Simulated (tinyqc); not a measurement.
# Thickness from two neighbouring fringes

Problem. At normal incidence a transparent film with an index between those of air and substrate, taken as constant, has reflectance minima at 2 n1 d = (m + 1/2) lam (small phase shifts at the substrate neglected). Find d and the order m of the shorter wavelength.

Inputs (values chosen for the exercise):
- n1 = 1.46 (index of the transparent film)

wavelengths of two neighbouring reflectance minima (nm): 546  667.33333

Answer. Neighbouring orders differ by one: 2 n1 d (1/lam1 - 1/lam2) = 1.

d = 1.03e3 nm
m = 5

tinyqc, about 0.01 s, one thread, Intel Xeon 2.30GHz (shared host): `OMP_NUM_THREADS=1 python tinyqc.py 2870125 2870126 out.jsonl`
